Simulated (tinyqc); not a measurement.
CIS on RHF in the sto-6g basis, for H6, spin multiplicity 1, step by step (part 2 of 2). Computed by tinyqc, a small Python program that keeps every step (integrals from PySCF). Command: `OMP_NUM_THREADS=1 python tinyqc.py 31562 31563 out.jsonl` (the two numbers bound the seeds that draw the settings). One thread of a shared host (Intel(R) Xeon(R) Processor @ 2.60GHz), about 0.1 s of CPU time with the checks.

Geometry (angstrom):
```
atom        x        y        z
H     0.00000  0.00000  0.00000
H     0.00000  0.00000  0.99900
H     0.00000  0.00000  2.30000
H     0.00000  0.00000  3.29900
H     0.00000  0.00000  4.60000
H     0.00000  0.00000  5.59900
```

## CIS singlet states

CIS matrix A, singlet (hartree):
```
          1>4       1>5       1>6       2>4       2>5       2>6       3>4       3>5
1>4   0.67250   0.00000  -0.02038   0.00000  -0.00600   0.00000  -0.00607   0.00000
1>5   0.00000   0.89505   0.00000  -0.03944   0.00000   0.03522   0.00000  -0.02504
1>6  -0.02038   0.00000   1.11746   0.00000   0.06043   0.00000  -0.01373   0.00000
2>4   0.00000  -0.03944   0.00000   0.60275   0.00000  -0.02622   0.00000  -0.00876
2>5  -0.00600   0.00000   0.06043   0.00000   0.84110   0.00000   0.04884   0.00000
2>6   0.00000   0.03522   0.00000  -0.02622   0.00000   1.07515   0.00000  -0.04484
3>4  -0.00607   0.00000  -0.01373   0.00000   0.04884   0.00000   0.46820   0.00000
3>5   0.00000  -0.02504   0.00000  -0.00876   0.00000  -0.04484   0.00000   0.72322
3>6   0.03992   0.00000  -0.02429   0.00000  -0.00902   0.00000  -0.00607   0.00000

          3>6
1>4   0.03992
1>5   0.00000
1>6  -0.02429
2>4   0.00000
2>5  -0.00902
2>6   0.00000
3>4  -0.00607
3>5   0.00000
3>6   0.96944
```

dipole integrals <i|r|a> (bohr):
```
           x        y         z
1>4  0.00000  0.00000   0.06552
1>5  0.00000  0.00000   0.00000
1>6  0.00000  0.00000  -0.31436
2>4  0.00000  0.00000   0.00000
2>5  0.00000  0.00000   0.75516
2>6  0.00000  0.00000   0.00000
3>4  0.00000  0.00000  -2.03469
3>5  0.00000  0.00000   0.00000
3>6  0.00000  0.00000   0.06962
```

Diagonalise A (1 hartree = 27.211386 eV); each vector has its largest component positive (the first on a tie). The transition dipole is mu = sqrt2 sum c_ia <i|r|a>.

singlet excitation energies (eV): 12.54439  16.19067  18.14075  19.51937  22.72924  24.31090  26.39666  29.67225  30.90378

lowest vectors:
```
      state 1  state 2   state 3   state 4   state 5   state 6
1>4   0.02624  0.00000   0.99070   0.00000  -0.00678   0.00000
1>5   0.00000  0.13220   0.00000   0.08879   0.00000   0.96581
1>6   0.03401  0.00000   0.03424   0.00000  -0.19835   0.00000
2>4   0.00000  0.98336   0.00000  -0.12966   0.00000  -0.10865
2>5  -0.13201  0.00000   0.02213   0.00000   0.96991   0.00000
2>6   0.00000  0.05447   0.00000   0.10483   0.00000  -0.22210
3>4   0.99028  0.00000  -0.02331   0.00000   0.13594   0.00000
3>5   0.00000  0.11207   0.00000   0.98200   0.00000  -0.07797
3>6   0.00905  0.00000  -0.12767   0.00000   0.03751   0.00000
```

oscillator strengths 2/3 w |mu|^2: 2.77020  0.00000  0.01064  0.00000  0.30156  0.00000

## CIS matrix, triplets

orbital energies (hartree): MO1 -0.59923, MO2 -0.51110, MO3 -0.39059, MO4 0.26839, MO5 0.51661, MO6 0.79327

Two-electron integrals over orbitals (pq|rs), unique and non-zero (hartree):
```
(11|11) 0.39042    (21|21) 0.12566    (22|11) 0.30806    (22|22) 0.36645
(31|11) 0.07771    (31|22) -0.05395   (31|31) 0.12412    (32|21) -0.11826
(32|32) 0.13621    (33|11) 0.36068    (33|22) 0.32237    (33|31) 0.04028
(33|33) 0.36048    (41|21) 0.03727    (41|32) 0.00663    (41|41) 0.08278
(42|11) 0.05616    (42|22) -0.00310   (42|31) 0.04996    (42|33) 0.01223
(42|42) 0.07265    (43|21) 0.06182    (43|32) -0.05961   (43|41) 0.01608
(43|43) 0.08056    (44|11) 0.36067    (44|22) 0.32204    (44|31) 0.03822
(44|33) 0.35191    (44|42) 0.01996    (44|44) 0.36457    (51|11) 0.00881
(51|22) 0.02736    (51|31) -0.02294   (51|33) -0.01093   (51|42) 0.03951
(51|44) -0.00334   (51|51) 0.04972    (52|21) 0.02393    (52|32) 0.00530
(52|41) 0.05623    (52|43) -0.04098   (52|52) 0.09175    (53|11) -0.06248
(53|22) -0.00159   (53|31) -0.05316   (53|33) -0.02348   (53|42) -0.06978
(53|44) -0.01985   (53|51) -0.03543   (53|53) 0.07411    (54|21) 0.11846
(54|32) -0.13079   (54|41) 0.00051    (54|43) 0.06105    (54|52) -0.00373
(54|54) 0.13918    (55|11) 0.32022    (55|22) 0.37011    (55|31) -0.04583
(55|33) 0.33221    (55|42) 0.00066    (55|44) 0.33937    (55|51) 0.02741
(55|53) -0.00349   (55|55) 0.39114    (61|21) 0.00163    (61|32) 0.01528
(61|41) 0.02967    (61|43) 0.05315    (61|52) -0.03418   (61|54) -0.01282
(61|61) 0.06900    (62|11) -0.01334   (62|22) -0.03128   (62|31) 0.02104
(62|33) 0.00224    (62|42) -0.03701   (62|44) 0.00419    (62|51) -0.04678
(62|53) 0.03890    (62|55) -0.03048   (62|62) 0.04887    (63|21) 0.04026
(63|32) -0.00037   (63|41) 0.07997    (63|43) 0.01777    (63|52) 0.05681
(63|54) -0.00046   (63|61) 0.02904    (63|63) 0.08471    (64|11) 0.07972
(64|22) -0.04781   (64|31) 0.12003    (64|33) 0.04162    (64|42) 0.05224
(64|44) 0.04239    (64|51) -0.02019   (64|53) -0.05442   (64|55) -0.04919
(64|62) 0.02013    (64|64) 0.12884    (65|21) -0.12879   (65|32) 0.12264
(65|41) -0.03843   (65|43) -0.06565   (65|52) -0.02469   (65|54) -0.12777
(65|61) -0.00255   (65|63) -0.04388   (65|65) 0.14339    (66|11) 0.41303
(66|22) 0.32696    (66|31) 0.08237    (66|33) 0.38385    (66|42) 0.06132
(66|44) 0.39017    (66|51) 0.01036    (66|53) -0.06893   (66|55) 0.34797
(66|62) -0.01542   (66|64) 0.08984    (66|66) 0.45781
```

A(ia,jb) = (e_a - e_i) d_ij d_ab - (ij|ab).

CIS matrix A, triplet (hartree):
```
          1>4       1>5       1>6       2>4       2>5       2>6       3>4       3>5
1>4   0.50695   0.00000  -0.07972   0.00000  -0.11846   0.00000  -0.03822   0.00000
1>5   0.00000   0.79562   0.00000  -0.11846   0.00000   0.12879   0.00000   0.04583
1>6  -0.07972   0.00000   0.97947   0.00000   0.12879   0.00000  -0.12003   0.00000
2>4   0.00000  -0.11846   0.00000   0.45745   0.00000   0.04781   0.00000   0.13079
2>5  -0.11846   0.00000   0.12879   0.00000   0.65760   0.00000   0.13079   0.00000
2>6   0.00000   0.12879   0.00000   0.04781   0.00000   0.97741   0.00000  -0.12264
3>4  -0.03822   0.00000  -0.12003   0.00000   0.13079   0.00000   0.30707   0.00000
3>5   0.00000   0.04583   0.00000   0.13079   0.00000  -0.12264   0.00000   0.57499
3>6  -0.12003   0.00000  -0.08237   0.00000  -0.12264   0.00000  -0.04162   0.00000

          3>6
1>4  -0.12003
1>5   0.00000
1>6  -0.08237
2>4   0.00000
2>5  -0.12264
2>6   0.00000
3>4  -0.04162
3>5   0.00000
3>6   0.80001
```

## CIS triplet states

Diagonalise A (1 hartree = 27.211386 eV); each vector has its largest component positive (the first on a tie).

triplet excitation energies (eV): 6.24920  8.43369  10.22645  17.50711  19.41110  21.48511  23.00054  28.91483  29.57958

lowest vectors:
```
      state 1   state 2  state 3  state 4   state 5   state 6
1>4   0.07594   0.00000  0.80665  0.00000  -0.49779   0.00000
1>5   0.00000   0.29284  0.00000  0.04859   0.00000   0.85895
1>6   0.21427   0.00000  0.07214  0.00000  -0.27498   0.00000
2>4   0.00000   0.77004  0.00000  0.57611   0.00000  -0.26862
2>5  -0.31155   0.00000  0.44732  0.00000   0.71657   0.00000
2>6   0.00000  -0.20850  0.00000  0.19012   0.00000  -0.36969
3>4   0.92143   0.00000  0.04872  0.00000   0.33576   0.00000
3>5   0.00000  -0.52708  0.00000  0.79347   0.00000   0.23102
3>6   0.04717   0.00000  0.37636  0.00000   0.22447   0.00000
```
